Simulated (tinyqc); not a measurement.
## Film thickness from the threshold shift

Inverse problem. Undoped body with a flat potential across it, hard walls, transport along x. Three valley pairs (g = 2 each) with the longitudinal mass along x, y or z. Non-parabolicity enters the subband edges through E (1 + al E) = gamma, so E = 2 gamma/(1 + sqrt(1 + 4 al gamma)); motion within a subband is taken as parabolic with the band-edge mass. Energies are counted from the bulk band edge. gamma = C (pi k/(t + dl))^2/mz, C = hbar^2/(2 m0). Each subband has N_k = g sqrt(mx my) m0 kB T/(pi hbar^2); without degeneracy n = exp(EF/Vt) sum N_k exp(-E_k/Vt). Classical value Nc times t, Nc = sum over valleys of 2 g (m m0 kB T/(2 pi hbar^2))^1.5 with m = (mx my mz)^(1/3). Threshold shift dVT = Vt ln(classical value/sum N_k exp(-E_k/Vt)). Find t and the lowest subband edge.

Inputs (values chosen for the exercise); masses close to those of silicon: temperature T = 300 K; longitudinal mass ml = 0.917 m0; transverse mass mt = 0.187 m0; non-parabolicity al = 0 1/eV; widening of the box by penetration into the insulator dl = 0.3 nm.

Constants: q = 1.602176634e-19 C, kB = 1.380649e-23 J/K, hbar = 1.054571817e-34 J s, m0 = 9.1093837015e-31 kg, Vt = kB T/q, hbar^2/(2 m0) = 0.0380998212 eV nm^2. Results are converted to the units shown.

dVT = 12.705271 mV

Answer. dVT is evaluated for trial values of t with all subbands; between 1.5 and 25 nm one value matches.

t = 9.700 nm
E_1 = 4.101 meV

Program tinyqc, `OMP_NUM_THREADS=1 python tinyqc.py 2350074 2350075 out.jsonl`; Intel Xeon 2.30GHz, shared host, one thread, about 0.08 s.
